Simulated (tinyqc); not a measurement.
Short-channel transistor, virtual-source model with series resistance: one step of the calculation.

The current per gate width is the charge at the top of the source barrier (the virtual source) times its velocity times a saturation function; al and be are fitting constants of the model. Units: I in uA/um, Rs in ohm um, so I Rs = 1e-6 I Rs in volts; Q in uC/cm^2, so I = 1e-4 Q vx0 Fsat with vx0 in cm/s.

Question. What the series resistance costs. Intrinsic voltages Vg' = Vgs - I Rs, Vd' = Vds - 2 I Rs. n = n0 + nd Vd', VT = VT0 - dl Vd', Ff = 1/(1 + exp((Vg' - VT + al Vt/2)/(al Vt))), Q = Cinv n Vt ln(1 + exp((Vg' - VT + al Vt Ff)/(n Vt))), Vdsat = (vx0 L/mu)(1 - Ff) + Vt Ff, Fsat = u/(1 + u^be)^(1/be) with u = Vd'/Vdsat, and I = Q vx0 Fsat per width. I0 is the current for Rs = 0. Effective velocity I/Q; transit time L Q/I.

Parameters, values chosen for the exercise: temperature T = 400 K; inversion capacitance Cinv = 2.07 uF/cm^2; velocity at the virtual source vx0 = 2.45e7 cm/s; apparent mobility mu = 730 cm^2/(V s); channel length L = 32 nm; threshold at zero drain voltage VT0 = 0.384 V; drain-induced barrier lowering dl = 0.197 V/V; subthreshold factor n0 = 1.26; growth of n with drain voltage nd = 0.1 1/V; threshold shift (in units of Vt) from weak to strong inversion al = 3.5; sharpness of saturation be = 1.4; series resistance of each contact Rs = 70 ohm um; gate voltage Vgs = 0.75 V; drain voltage Vds = 0.05 V.

Constants: q = 1.602176634e-19 C, kB = 1.380649e-23 J/K, Vt = kB T/q. Results are converted to the units shown.

converged I = 248.70745 uA/um
I0 = 734.68411 uA/um

Wanted: loss against I0; effective velocity; transit time.

Answer.

loss against I0 = 66.15 %
effective velocity = 3.380e6 cm/s
transit time = 0.9467 ps

Numbers from tinyqc (`OMP_NUM_THREADS=1 python tinyqc.py 2380152 2380153 out.jsonl`; about 0.02 s on one thread of a shared Intel Xeon 2.30GHz).
